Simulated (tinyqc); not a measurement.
Surface photovoltage measurement of the minority-carrier diffusion length in a wafer: one step, computed by the program tinyqc. Command: `OMP_NUM_THREADS=1 python tinyqc.py 3130279 3130280 out.jsonl spv walk`. One thread of a shared host (Intel(R) Xeon(R) Processor @ 2.30GHz), about 0.01 s of CPU time with the checks.

Low injection, steady light, a depletion layer much thinner than 1/alpha and L. The excess density dn is taken at the front edge of the neutral region; light that reaches the back is lost.

Problem. One wavelength. alpha = (84.732/lambda - 76.417)^2 per cm with lambda in micrometre (an empirical fit for silicon between 0.7 and 1.05 micrometre). Thick wafer: dn = Phi L/((S_f + D/L)(L + 1/alpha)). Finite wafer, with s = S_b L/D, w = W/L, a = alpha L: dn = [Phi a/(a^2 - 1)] [a - B - exp(-alpha W)(a - s)/(cosh w + s sinh w)]/(S_f + B D/L), B = (sinh w + s cosh w)/(cosh w + s sinh w). Photovoltage V = (k_B T/e) ln(1 + dn/n_0). Lifetime = L^2/D.

Inputs (values chosen for the exercise, modelled on p-type silicon at room temperature): diffusion length L = 250 micrometre; wafer thickness W = 300 micrometre; diffusivity D = 26.3 cm^2/s; front recombination velocity S_f = 1800 cm/s; back recombination velocity S_b = 110000 cm/s; photon flux entering = 1e+11 1/(cm^2 s); minority density at the surface barrier scale n_0 = 1.6e+10 1/cm^3; temperature T = 298 K; wavelength = 969 nm.

Constants: k_B = 8.617333262e-05 eV/K.

Give: alpha; penetration depth 1/alpha; dn, thick wafer; B; dn, finite wafer; photovoltage V; lifetime.

Solution.

alpha = 121.57 1/cm

penetration depth 1/alpha = 82.259 micrometre

dn, thick wafer = 2.6382e+07 1/cm^3

B = 1.1954

dn, finite wafer = 2.2451e+07 1/cm^3

photovoltage V = 0.036008 mV

lifetime = 23.764 microsecond
